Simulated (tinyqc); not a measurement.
Gain spectrum: optical gain and spontaneous emission in a bulk direct-gap semiconductor.

Parabolic bands, vertical transitions, no excitons. For each hole band j: mr = me mj/(me + mj); joint density of states J_j(E) = (mr/c)^(3/2) sqrt(E - Eg)/(2 pi^2), both spins, c = hbar^2/2m0; averaged matrix element |e.p|^2 = m0 Ep/6; alpha_j(E) = 4 pi^2 alpha_f c Ep J_j/(3 nr E) in 1/angstrom (alpha_f the fine-structure constant, listed as alpha among the constants), times 1e8 for 1/cm.

F_j(eta) = (1/Gamma(j + 1)) integral_0^infinity x^j dx/(1 + exp(x - eta)), which tends to exp(eta) for eta << 0.

Quasi-Fermi levels: n = Nc F_1/2(Fc/kT) and p = Nv F_1/2(Fv/kT), Fc counted up from the conduction edge and Fv down from the valence edge; Nc, Nv from N = 2 (m kB T/(4 pi c))^(3/2) with c = hbar^2/2m0, in 1/angstrom^3; times 1e24 for 1/cm^3, with me and (mhh^(3/2) + mlh^(3/2))^(2/3).

For band j the electron sits at Ee = (E - Eg) mr/me above its edge and the hole at Eh = (E - Eg) mr/mj; fe = 1/(1 + exp((Ee - Fc)/kT)), fh = 1/(1 + exp((Eh - Fv)/kT)); gain g = sum_j alpha_j (fe + fh - 1).

Constants: hbar^2/2m0 = 3.80998211 eV angstrom^2; fine-structure constant alpha = 0.007297352564; kB = 8.617333262e-05 eV/K.

Inputs chosen for the exercise (near those of GaAs; not measured data): Eg = 1.439 eV (direct gap); me = 0.0653 m0 (electron mass); mhh = 0.476 m0 (heavy-hole mass); mlh = 0.0801 m0 (light-hole mass); Ep = 26 eV (Kane energy); nr = 3.55 (refractive index); T = 300 K; n = 3.9e+18 1/cm^3 (injected density, n = p).

At the density n.

Spectrum:

| E - Eg (eV) | alpha, empty (1/cm) | fe, heavy | fh, heavy | g (1/cm) |
|---|---|---|---|---|
| 0.005 | 1840 | 0.993 | 0.336 | 597 |
| 0.010 | 2593 | 0.992 | 0.330 | 814 |
| 0.020 | 3642 | 0.989 | 0.320 | 1066 |
| 0.030 | 4430 | 0.985 | 0.310 | 1203 |
| 0.045 | 5371 | 0.975 | 0.295 | 1285 |
| 0.060 | 6140 | 0.959 | 0.281 | 1258 |
| 0.080 | 6996 | 0.922 | 0.263 | 1058 |
| 0.100 | 7720 | 0.856 | 0.245 | 622 |
| 0.130 | 8634 | 0.683 | 0.220 | -650 |
| 0.170 | 9628 | 0.356 | 0.190 | -3395 |
| 0.220 | 10623 | 0.092 | 0.156 | -6632 |

Fc + Fv = 0.1171 eV

g is positive below E - Eg = 0.1171 eV; the largest value listed is 1285 1/cm at 0.045 eV. At 0.220 eV above the gap g is -0.62 times the absorption of the empty crystal, whose limit is -1.

Computed by tinyqc, a small Python program: `OMP_NUM_THREADS=1 python tinyqc.py 1680313 1680314 out.jsonl` (the numbers bound the seed that draws the inputs); one thread of a shared host (Intel(R) Xeon(R) Processor @ 2.30GHz), about 0.08 s for the whole set of steps.
